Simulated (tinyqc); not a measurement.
# From one set of inputs to another, one input at a time

Model: Raman line shape of confined optical phonons and breathing modes of small crystals. Computed by tinyqc, a small Python program. Command: `OMP_NUM_THREADS=1 python tinyqc.py 3018416 3018417 out.jsonl confine ladder`. One thread of a shared host (Intel(R) Xeon(R) Processor @ 2.30GHz), about 0.08 s of CPU time with the checks.

Confinement in 1 direction(s) lets phonons with q away from zero scatter light. q is in units of 2 pi/a, from 0 to 1, and the branch is isotropic: omega(q)^2 = (omega_0^2 + omega_X^2)/2 + ((omega_0^2 - omega_X^2)/2) cos(pi q). The model and its constant beta are phenomenological; beta = 8 is the common choice.

The inputs printed are set A. Set A is modelled on diamond; the values taken over come from a set modelled on germanium. Inputs not listed in the table keep their values of set A, so the rows need not describe a real material.

Inputs (values chosen for the exercise, modelled on diamond):

| quantity | value | unit |
|---|---|---|
| bulk frequency omega_0 | 1331 | 1/cm |
| frequency at the zone boundary omega_X | 1160 | 1/cm |
| natural width Gamma_0 | 2.2 | 1/cm |
| lattice constant a | 3.567 | angstrom |
| size L | 8.4 | nm |
| confinement constant beta | 8 | - |
| longitudinal velocity | 17700 | m/s |
| transverse velocity | 12100 | m/s |

Shape: film.

Constants: c = 299792458 m/s.

Method:
- Weight W(q) = q^0 exp(-(2 L q/a)^2/(2 beta)) dq, that is exp(-k^2 L^2/(2 beta pi^2)) for k = 2 pi q/a.
- I(omega) = int W(q) / [(omega - omega(q))^2 + (Gamma_0/2)^2] dq / int W dq x (Gamma_0/2)^2, by 400 Gauss-Legendre points on 0 < q < min(1, 2.5 a sqrt(2 beta)/L).
- The peak is the maximum of I; the width is taken between the half-maximum points, and the asymmetry is the low-side half-width over the high-side one.
- The lowest longitudinal standing wave has half a wavelength across the film: f = v_L/(2 L); the lowest shear one f = v_T/(2 L).

Each row keeps all changes above it:

| input moved | from | to | full width (1/cm) | asymmetry | breathing wavenumber (1/cm) |
|---|---|---|---|---|---|
| set A | - | - | 3.3620 | 1.6228 | 35.14 |
| size L (nm) | 8.4 | 2.7 | 5.8826 | 3.1463 | 109.33 |
| longitudinal velocity (m/s) | 17700 | 5150 | 5.8826 | 3.1463 | 31.81 |
| natural width Gamma_0 (1/cm) | 2.2 | 2.6 | 6.7466 | 3.0379 | 31.81 |
| confinement constant beta | 8 | 4 | 5.7741 | 2.5303 | 31.81 |
| transverse velocity (m/s) | 12100 | 3300 | 5.7741 | 2.5303 | 31.81 |

Which inputs carry the difference?

Full width goes from 3.36 to 5.77, a factor 1.72 in all. The largest single move comes from size L (a factor 1.75), and confinement constant beta works against it (a factor 0.856). Asymmetry goes from 1.62 to 2.53, a factor 1.56 in all. The largest single move comes from size L (a factor 1.94), and confinement constant beta works against it (a factor 0.833). Breathing wavenumber goes from 35.1 to 31.8, a factor 0.905 in all. The largest single move comes from longitudinal velocity (a factor 0.291), and size L works against it (a factor 3.11). The single moves hold for this order of the switches; the total does not depend on the order.

Extremes, crossings and ranges named in words are read from the listed rows.
